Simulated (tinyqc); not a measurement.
# Worked calculation: CMOS latch-up, two-transistor model

tinyqc, about 0.04 s, one thread, Intel Xeon 2.30GHz (shared host): `OMP_NUM_THREADS=1 python tinyqc.py 2670021 2670022 out.jsonl` Printed values are rounded.

A parasitic pnp (emitter at Vdd, base shunted by Rw) and npn (emitter at ground, base shunted by Rs) feed each other: the npn collector current flows out of the pnp base node, the pnp collector current into the npn base node. Forward-active transistors with constant gains: Icn = Isn exp(Vn/Vt), Icp = Isp (exp(Vp/Vt) - 1). A current Ii is injected into the npn base node.

Inputs (values chosen for the exercise); values close to those of bulk CMOS:
```
symbol    value  unit                                            meaning
T           300     K                                        temperature
bn          6.2                                  current gain of the npn
bp            1                                  current gain of the pnp
Isn     4.5e-15     A                 saturation current of the npn at T
Isp     5.4e-16     A                 saturation current of the pnp at T
Rs         1100   ohm              substrate resistance shunting the npn
Rw          230   ohm                   well resistance shunting the pnp
R2          190   ohm  resistance from the pnp collector to the npn base
Von        0.73     V               base-emitter voltage in the on state
Vsat       0.16     V                                 saturation voltage
Vdd         2.5     V                                     supply voltage
Ii        0.862    mA                current injected into the substrate
```

Constants: q = 1.602176634e-19 C, kB = 1.380649e-23 J/K, Vt = kB T/q. Results are converted to the units shown.

## Holding current and voltage

On state with both base-emitter voltages at Von: npn base current Ib = (Von/Rs + bp Von/Rw)/(bn bp - 1), holding current Ih = (bn + 1) Ib + Von/Rs, holding voltage Vh = Vsat + Von + R2 (Ib + Von/Rs).

bn bp = 6.2
Ib = 0.737990 mA
Ih = 5.97717 mA
Vh = 1.15631 V

Vh is below Vdd = 2.5 V, so the supply can sustain a latched state.

## The off branch

| point | Vn (V) |
|---|---|
| 0 | 0.502 |
| 1 | 0.582 |
| 2 | 0.632 |
| 3 | 0.662 |
| 4 | 0.682 |
| 5 | 0.702 |
| 6 | 0.717 |
| 7 | 0.732 |

Node equations: Vp/Rw + Icp/bp = Icn and Vn/Rs + Icn/bn = Icp + Ii. Loop gain G = gn gp/[(1/Rw + gp/bp)(1/Rs + gn/bn)], gn = Icn/Vt, gp = (Icp + Isp)/Vt; the off state ends where G = 1, and Ii there is the trigger current. For each Vn: Icn, then Vp from the first equation, then Ii from the second.

| point | Icn (mA) | Vp (V) | Icp (mA) | Ii (mA) | G |
|---|---|---|---|---|---|
| 0 | 0.0012202 | 2.8065e-4 | 5.8942e-15 | 0.45656 | 2.5007e-13 |
| 1 | 0.026939 | 0.0061960 | 1.4625e-13 | 0.53344 | 5.9064e-12 |
| 2 | 0.18636 | 0.042862 | 2.2943e-12 | 0.60460 | 8.7738e-11 |
| 3 | 0.59473 | 0.13679 | 1.0670e-10 | 0.69774 | 4.7512e-9 |
| 4 | 1.2892 | 0.29651 | 5.1701e-8 | 0.82793 | 2.5623e-6 |
| 5 | 2.7944 | 0.63658 | 0.026696 | 1.0622 | 1.1310 |
| 6 | 4.9921 | 0.74477 | 1.7539 | -0.29696 | 5.6614 |
| 7 | 8.9181 | 0.77455 | 5.5505 | -3.4466 | 5.9792 |

Ii peaks at 1.062 mA, at Vn = 0.7018 V where G = 1; beyond it the loop feeds itself.

## Iteration 1: response to the injected current, once round the loop per iteration

Vn at the start = 0.55 V

Icn = Isn exp(Vn/Vt); Vp solves Vp/Rw + Icp/bp = Icn; Vn(new) solves Vn/Rs + (Isn/bn) exp(Vn/Vt) = Icp + Ii.

Icn = 0.00781278 mA
Vp = 0.00179694 V
Icp = 3.88700e-14 mA
Vn after iteration 1 = 0.685573 V

## Iteration 2: response to the injected current, once round the loop per iteration

As before.

Icn = 1.48026 mA
Vp = 0.340460 V
Icp = 2.83049e-7 mA
Vn after iteration 2 = 0.685573 V

## Course of the iteration: response to the injected current, once round the loop per iteration

Stop when Vn changes by less than 1e-9 V, or after 150 iterations. Vn must stay below 1.1 V.

Course of the iteration:

| iteration | Vn (V) | \|change\| (V) |
|---|---|---|
| 1 | 0.685573 | 0.136 |
| 2 | 0.685573 | 2.79e-8 |
| 3 | 0.685573 | 3.97e-13 |

Converged in 3 iterations. The change falls from 0.14 in the first iteration to below the tolerance in the last. An off state exists, since Ii is below the trigger current, the largest Ii that the node equations allow, 1.062 mA.
